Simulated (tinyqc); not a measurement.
Series resistance and length offset from two lengths at two overdrives.

Question. In strong inversion R W = Rsd + k(x)(L - dL), k(x) = (1 + th1 x)/(mu0 Cox x), x the overdrive, Cox = eps0 eox/tox, with Rsd and dL independent of x. Find dL, Rsd, mu0 and th1.

Values chosen for this exercise: relative permittivity of the gate insulator (close to hafnium oxide) eox = 21.5; insulator thickness tox = 8.1 nm.

Constants: eps0 = 8.8541878128e-14 F/cm where lengths are in cm. Results are converted to the units shown.

total resistance times width (ohm um):
```
	L = 0.069 um	L = 0.92 um
overdrive 0.6 V	620.872423	5552.31667
overdrive 1.09 V	475.136002	3468.74128
```

Answer. At each overdrive R W is a straight line in L; the two lines cross at L = dL, R W = Rsd. Their slopes give k x = (1 + th1 x)/(mu0 Cox), a straight line in x.

dL = 0.005000 um
Rsd = 250.0 ohm um
mu0 = 140.0 cm^2/(V s)
th1 = 0.2400 1/V

Numbers from tinyqc (`OMP_NUM_THREADS=1 python tinyqc.py 2210109 2210110 out.jsonl`; about 0.01 s on one thread of a shared Intel Xeon 2.30GHz).
